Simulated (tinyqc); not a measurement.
## Composition from the perpendicular lattice constant

Problem. The layer is x parts of the first compound and 1 - x of the second, grown coherently on the third as substrate and barrier. Rows of the table: lattice constant a, average valence level Ea on an absolute scale, spin-orbit splitting so, gaps at Gamma, X and L, hydrostatic deformation potentials av and ac (Gamma), shear potential b, elastic constants, electron and heavy-hole (along z) masses. All are interpolated linearly in x; gaps get -C x (1 - x), taken wholly in the conduction band; real line-ups can differ from this model by 0.1 eV or more. In-plane strain e = (a_substrate - a)/a, e_z = -2 (c12/c11) e, volume change 2 e + e_z. X-ray diffraction gives a_z = a (1 + e_z) of the coherent layer. Find x, e and the relaxed Gamma gap.

Parameters, values chosen for the exercise:
- CG = 0.7 eV (bowing of the Gamma gap)
- CX = 0 eV (bowing of the X gap)
- CL = 0 eV (bowing of the L gap)

Binary compounds, values chosen for the exercise:
```
	close to InAs	close to AlAs	close to InP
a (angstrom)	6.058	5.661	5.869
Ea (eV)	-6.67	-7.49	-7.04
so (eV)	0.376	0.279	0.11
EG (eV)	0.349	2.97	1.36
EX (eV)	1.38	2.16	2.17
EL (eV)	1.07	2.37	1.92
av (eV)	1.01	2.51	1.25
ac (eV)	-5.03	-5.56	-5
b (eV)	-1.8	-1.52	-1.71
c11 (GPa)	83.9	124	101
c12 (GPa)	44.7	53.4	55.7
me (m0)	0.0229	0.15	0.0789
mh (m0)	0.333	0.474	0.532
```

lattice constant along the growth direction = 5.82750976 angstrom

Answer. a_z changes steadily with x, about (1 + 2 c12/c11) times as fast as the relaxed lattice constant, so one composition matches.

x = 0.470
e = 0.366 %
relaxed Gamma gap = 1.56 eV

Computed by the program tinyqc: `OMP_NUM_THREADS=1 python tinyqc.py 2690029 2690030 out.jsonl`, one thread of a shared Intel Xeon 2.30GHz, about 0.01 s for the whole run.
